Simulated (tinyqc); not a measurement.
## Charge pumping in an n-channel transistor: scanning the upper gap with the fall time

The gate is pulsed from accumulation to inversion and back. Energies E are counted from the intrinsic level; Dit(E) = D0 [1 + b (2 E/Eg)^2]. During each edge the traps near the bands emit their carriers, and those between Eh and Ee recombine once a cycle.

ni = sqrt(Nc Nv) exp(-Eg/(2 Vt)), Eg in volts; emission times te = (dV/Va) tf and th = (dV/Va) tr; Ee = -Vt ln(vth sn ni te), Eh = +Vt ln(vth sp ni th). Nit = integral of Dit from Eh to Ee = D0 [Ee - Eh + 4 b (Ee^3 - Eh^3)/(3 Eg^2)], Qcp = q A Nit, Icp = f Qcp.

Inputs (values chosen for the exercise); band and dielectric values close to those of germanium:
```
symbol    value         unit                                                               meaning
T           250            K                                                           temperature
Eg        0.662           eV                                                              band gap
Nc      7.99e18        cm^-3                            conduction-band density of states at 250 K
Nv      4.58e18        cm^-3                               valence-band density of states at 250 K
A           1.3         um^2                                                             gate area
D0       7.2e11  cm^-2 eV^-1                                                trap density at midgap
b             0                                    rise of the trap density towards the band edges
sn      3.3e-16         cm^2                                           cross-section for electrons
sp      4.2e-15         cm^2                                               cross-section for holes
vth       1.5e7         cm/s  thermal velocity at 250 K, one nominal value for electrons and holes
dV         0.97            V                                                             Vth - Vfb
Va          2.7            V                                                          pulse height
f         4.8e5           Hz                                                             frequency
tr           31           ns                                                             rise time
```

Constants: q = 1.602176634e-19 C, kB = 1.380649e-23 J/K, Vt = kB T/q. Results are converted to the units shown.

The same in every row: Eh (eV) = -0.1510.

Result of one run:
```
Ee (eV)  Nit (cm^-2)  Icp (pA)
0.2385      2.805e11     280.4
```

Which fall time tf gave this result: 6.8, 100, 240 or 600 ns?

tf = 6.8 ns.

The whole series:
```
tf (ns)  Ee (eV)  Nit (cm^-2)  Icp (pA)
2.8       0.2576     2.943e11     294.2
6.8       0.2385     2.805e11     280.4
17        0.2188     2.663e11     266.2
41        0.1998     2.526e11     252.6
100       0.1806     2.388e11     238.7
240       0.1617     2.252e11     225.2
600       0.1420     2.110e11     210.9
```

Ee falls from 0.258 to 0.142 eV, by Vt ln 10 a decade, and Icp falls from 294 to 211 pA. The slope -dNit/d(ln tf)/Vt gives Dit = 7.20e11 cm^-2 eV^-1 near E = 0.248 eV and 7.20e11 near 0.152 eV: constant, as the profile is flat.

Range of the model: The Fermi levels of inversion and accumulation are taken to lie beyond Ee and Eh, the flat tops to fill all traps, and no geometric current is added.

Computed by the program tinyqc: `OMP_NUM_THREADS=1 python tinyqc.py 2030089 2030090 out.jsonl`, one thread of a shared Intel Xeon 2.30GHz, about 0.01 s for the whole run.
